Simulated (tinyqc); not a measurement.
# Worked calculation: random telegraph noise from one oxide trap in a small MOSFET

Program tinyqc, `OMP_NUM_THREADS=1 python tinyqc.py 2710063 2710064 out.jsonl`; Intel Xeon 2.30GHz, shared host, one thread, about 0.01 s. Printed values are rounded.

An acceptor-like trap exchanges electrons with the channel. Inversion charge Q = Cox u, u = n Vt W0(exp((Vg - VT)/(n Vt))), W0 the Lambert function, n = nf, Cox = eps0 eox/tox; linear regime Id = (W/L) mu Q Vd. Relative to threshold the surface potential rises by Vt ln(u/u0) and the oxide voltage by the rest of Vg - VT, with u0 = n Vt W0(1).

Values chosen for this exercise; values of the order met in silicon transistors: temperature T = 350 K; relative permittivity of the gate insulator (close to silicon nitride) eox = 7.67; insulator thickness tox = 8.1 nm; depth of the trap from the channel interface xt = 4 nm; trap level above the channel Fermi level at threshold E0 = 0.2 eV; capture prefactor s0 = 1e-16 cm^2; capture barrier (lattice relaxation) EB = 0.18 eV; tunnelling decay length lt = 0.16 nm; thermal velocity vth = 1e7 cm/s; thickness of the inversion layer zi = 2.1 nm; threshold voltage VT = 0.54 V; body factor nf = 1.4; gate width W = 98 nm; gate length L = 51 nm; mobility mu = 230 cm^2/(V s); scattering coefficient of the charged trap asc = 0 V s; drain voltage Vd = 0.1 V; gate voltage Vg = 0.81 V.

Constants: q = 1.602176634e-19 C, kB = 1.380649e-23 J/K, Vt = kB T/q, eps0 = 8.8541878128e-14 F/cm where lengths are in cm. Results are converted to the units shown.

Range of the model: VT is taken as given; short-channel effects and the uneven flow of current among few electrons are left out.

## Trap level, time constants and occupancy

N = Cox u/q; dpsi = Vt ln(u/u0); E = E0 - dpsi - (xt/tox)(Vg - VT - dpsi); capture time tc = 1/[(N/zi) vth s0 exp(-xt/lt - EB/Vt)]; emission time te = tc exp(-E/Vt); occupancy te/(tc + te).

u = 0.203578 V
N = 1.06532e12 cm^-2
dpsi = 0.0645494 V
E = 0.0339935 eV
tc = 5546.09 s
te = 1796.81 s
occupancy = 0.244700

The trap lies 1.1 Vt above the Fermi level, so it is empty most of the time.

## Step height

A = W L; threshold step dV = q (1 - xt/tox)/(Cox A); gm/Id = 1/(u + n Vt); relative step dI/I = (gm/Id) dV + asc mu/A. Id as defined.

electrons in the channel N A = 53.2447
dV = 1.93532 mV
gm/Id = 4.06829 1/V
number part of dI/I = 0.787347 %
dI/I = 0.787347 %
Id = 7.54353 uA
dI = 59.3937 nA

## Lorentzian spectrum

Spectrum S(f) = 4 dI^2/{(tc + te)[(1/tc + 1/te)^2 + (2 pi f)^2]}; corner fc = (1/tc + 1/te)/(2 pi); variance dI^2 tc te/(tc + te)^2. Give S at f = 0, at fc and at 10 fc.

fc = 1.17273e-4 Hz
S(0) = 3.53929e-12 A^2/Hz
S(fc) = 1.76964e-12 A^2/Hz
S(10 fc) = 3.50425e-14 A^2/Hz
rms current = 25.5339 nA

The rms value is 0.430 of the step; it reaches its largest share, 1/2, when tc = te.
